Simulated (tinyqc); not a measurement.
Trap density from the barrier height.

Inverse problem. In a partly depleted grain with all boundary traps filled, 2 N W = Qt and VB = q N W^2/(2 eps0 eps_r). Find Qt, W and the doping at which VB would equal Vt.

Parameters, values chosen for the exercise:

| symbol | value | unit | meaning |
|---|---|---|---|
| T | 300 | K | temperature |
| eps_r | 11.7 |  | relative permittivity |

Constants: q = 1.602176634e-19 C, kB = 1.380649e-23 J/K, Vt = kB T/q, eps0 = 8.8541878128e-14 F/cm where lengths are in cm. Results are converted to the units shown.

doping = 1.7e18 cm^-3
barrier height = 0.12384109 V

Solution. Eliminating W gives VB = q Qt^2/(8 eps0 eps_r N), which falls as 1/N.

Qt = 3.30e12 cm^-2
W = 9.71 nm
doping for VB = Vt = 8.14e18 cm^-3

tinyqc, about 0.01 s, one thread, Intel Xeon 2.30GHz (shared host): `OMP_NUM_THREADS=1 python tinyqc.py 2830128 2830129 out.jsonl`
